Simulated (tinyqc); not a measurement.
Comparisons within one model: exchange-split free-electron bands and tunnelling magnetoresistance. A value that a table varies takes the place of the one given here.

Majority and minority bands E = c k^2/m -/+ Dx/2, c = hbar^2/2m0, so k_up = sqrt(m (EF + Dx/2)/c), k_dn = sqrt(m (EF - Dx/2)/c); n_s = k_s^3/(6 pi^2), D_s = m k_s/(4 pi^2 c).

Barrier: kappa = sqrt(mb phi/c), c = hbar^2/2m0. With a = k1/m, b = k2/m, w = kappa/mb, the transmission at normal incidence is T(k1, k2) = 4 a b w^2/[w^2 (a + b)^2 + (w^2 + a^2)(w^2 + b^2) sinh^2(kappa d)]. Parallel: G_P = T(up, up) + T(dn, dn); antiparallel: G_AP = 2 T(up, dn); TMR = (G_P - G_AP)/G_AP. Julliere: TMR = 2 P^2/(1 - P^2). Slonczewski factor: P_eff = P_k (w^2 - a_up a_dn)/(w^2 + a_up a_dn), P_k = (k_up - k_dn)/(k_up + k_dn).

Constants: hbar^2/2m0 = 3.80998211 eV angstrom^2.

Parameters, chosen for this exercise:

| symbol | value | unit | meaning |
|---|---|---|---|
| EF | 5.44 | eV | Fermi energy above the mean band bottom |
| Dx | 6.87 | eV | exchange splitting |
| m | 1.28 | m0 | mass in the electrodes |
| mb | 0.33 | m0 | mass in the barrier |
| d | 12.7 | angstrom | barrier thickness |
| phi | 2.93 | eV | barrier height above EF |

## Barrier height

Results:

| phi (eV) | w (1/angstrom) | P_eff | TMR (%) | G_P |
|---|---|---|---|---|
| 0.20 | 0.399 | -0.2452 | 11.20 | 0.152 |
| 0.40 | 0.564 | -0.1644 | 5.51 | 0.0521 |
| 0.70 | 0.746 | -0.0771 | 1.27 | 0.0130 |
| 1.0 | 0.892 | -0.0149 | 0.07 | 0.00395 |
| 1.5 | 1.092 | 0.0567 | 0.65 | 0.000726 |
| 2.0 | 1.261 | 0.1051 | 2.23 | 0.000169 |
| 3.0 | 1.545 | 0.1664 | 5.70 | 1.41e-05 |
| 4.0 | 1.784 | 0.2036 | 8.65 | 1.71e-06 |
| 6.0 | 2.185 | 0.2465 | 12.94 | 4.87e-08 |
| 10 | 2.820 | 0.2859 | 17.80 | 1.72e-10 |

What does this show?

P_eff vanishes where w^2 = a_up a_dn, at phi = 1.09 eV, inside the table; the lowest TMR listed is 0.07 % at 1 eV. TMR is 11.2 % at the lowest barrier and 17.8 % at the highest, against 29.0 % for Julliere with P_k; P_eff tends to +P_k for very high barriers and to -P_k for very low ones. G_P falls by 8.9 decades.

## Barrier thickness

Results:

| d (angstrom) | kappa d | G_P | G_AP | TMR (%) |
|---|---|---|---|---|
| 1 | 0.504 | 1.43 | 1.30 | 9.69 |
| 2 | 1.008 | 0.677 | 0.638 | 6.08 |
| 3 | 1.511 | 0.274 | 0.260 | 5.43 |
| 4 | 2.015 | 0.104 | 0.0985 | 5.41 |
| 6 | 3.023 | 0.0141 | 0.0134 | 5.45 |
| 8 | 4.030 | 0.00189 | 0.00179 | 5.46 |
| 10 | 5.038 | 0.000252 | 0.000239 | 5.47 |
| 13 | 6.549 | 1.23e-05 | 1.16e-05 | 5.47 |
| 16 | 8.060 | 5.96e-07 | 5.66e-07 | 5.47 |
| 20 | 10.075 | 1.06e-08 | 1.01e-08 | 5.47 |

How do the results move?

For thick barriers each angstrom costs a factor exp(2 kappa) = 2.74 in both conductances, and TMR settles at 5.47 % (the interface factor, which vanishes at (kappa/mb)^2 = k_up k_dn/m^2, reduces it below the value from the polarisation of k alone); it is within 0.1 point of that from d = 3 angstrom on. At 1 angstrom it is 9.69 %, where the barrier is thin and the mismatch of k_up and k_dn starts to rule, as it does fully for d -> 0.

## Exchange splitting

Dx takes the listed multiples of 2 EF.

Results:

| Dx/(2 EF) | k_up | k_dn | P_k | P_eff | TMR (%) |
|---|---|---|---|---|---|
| 0.10 | 1.4179 | 1.2825 | 0.0501 | 0.0178 | 0.06 |
| 0.20 | 1.4809 | 1.2092 | 0.1010 | 0.0365 | 0.27 |
| 0.35 | 1.5708 | 1.0899 | 0.1807 | 0.0688 | 0.95 |
| 0.50 | 1.6557 | 0.9559 | 0.2679 | 0.1109 | 2.49 |
| 0.65 | 1.7365 | 0.7998 | 0.3693 | 0.1723 | 6.12 |
| 0.80 | 1.8138 | 0.6046 | 0.5000 | 0.2769 | 16.61 |
| 0.90 | 1.8635 | 0.4275 | 0.6268 | 0.4104 | 40.50 |
| 0.97 | 1.8975 | 0.2342 | 0.7803 | 0.6176 | 123.35 |

What does this show?

P_k rises from 0.050 to 0.780, and TMR goes from 0.06 % to 123.3 %, steadily. At Dx = 2 EF the minority band is empty (a half metal) and G_AP vanishes.

## What moves the magnetoresistance

All results formed anew. Each row changes one parameter from the base and keeps the others.

Results:

| case | P_k | P_eff | TMR (%) | G_P |
|---|---|---|---|---|
| base | 0.3557 | 0.1631 | 5.47 | 1.66e-05 |
| Dx = 7.214 eV | 0.3792 | 0.1791 | 6.63 | 1.63e-05 |
| EF = 5.984 eV | 0.3156 | 0.1254 | 3.20 | 1.76e-05 |
| phi = 3.809 eV | 0.3557 | 0.1977 | 8.13 | 2.51e-06 |
| mb = 0.264 m0 | 0.3557 | 0.1928 | 7.72 | 5.91e-05 |
| d = 14.7 angstrom | 0.3557 | 0.1631 | 5.47 | 2.21e-06 |
| m = 1.536 m0 | 0.3557 | 0.1876 | 7.30 | 1.56e-05 |

What can be read from the table?

The largest shifts from the base row, up to three for each result and ties (the steps differ in size, so this ranks the rows, not the parameters). P_k: EF -0.0400, Dx +0.0235; unchanged at the printed digits by phi, mb, d and m. P_eff: EF -0.0377, phi +0.0346, mb +0.0297; unchanged at the printed digits by d. TMR (%): phi +2.67, EF -2.27, mb +2.25; unchanged at the printed digits by d. G_P: mb +4.25e-05, d -1.44e-05, phi -1.41e-05.

Run: tinyqc, `OMP_NUM_THREADS=1 python tinyqc.py 1652041 1652042 out.jsonl`; Intel(R) Xeon(R) Processor @ 2.30GHz, one thread, shared host; about 0.01 s of CPU time with all checks.
